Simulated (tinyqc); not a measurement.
Solubility, supersaturation, precipitation and gettering of an impurity in a silicon-like host: one step, computed by the program tinyqc.

The wafer was saturated at T1 and is then held at T.

Task: Ham's law for sinks of fixed radius. tau0 = 1/(4 pi n r0 D); C_fixed(t) = C_eq + (C0 - C_eq) exp(-t/tau0). If all excess precipitates, the final radius is r_f = [r0^3 + 3 (C0 - C_eq)/(4 pi n C_p)]^(1/3), with tau_f = 1/(4 pi n r_f D).

Inputs (values chosen for the exercise, modelled on copper in silicon):

| quantity | value | unit |
|---|---|---|
| temperature of saturation T1 | 1275 | K |
| anneal temperature T | 890 | K |
| sink density n | 1.8e+08 | 1/cm^3 |
| initial sink radius r0 | 75 | nm |
| impurity density in the precipitate C_p | 2.8e+22 | 1/cm^3 |
| anneal time t | 1.8 | s |

D(T) = 1.770689e-05 cm^2/s

C_eq(T) = 1.114695e+15 1/cm^3

C0 = 4.428042e+17 1/cm^3

Give: tau0; C_fixed(t); final radius r_f; tau_f.

Result:

tau0 = 3.329 s

C_fixed(t) = 2.583e+17 1/cm^3

final radius r_f = 277.4 nm

tau_f = 0.9001 s

The sinks grow 3.7 times, so the fixed radius underrates the later rate.
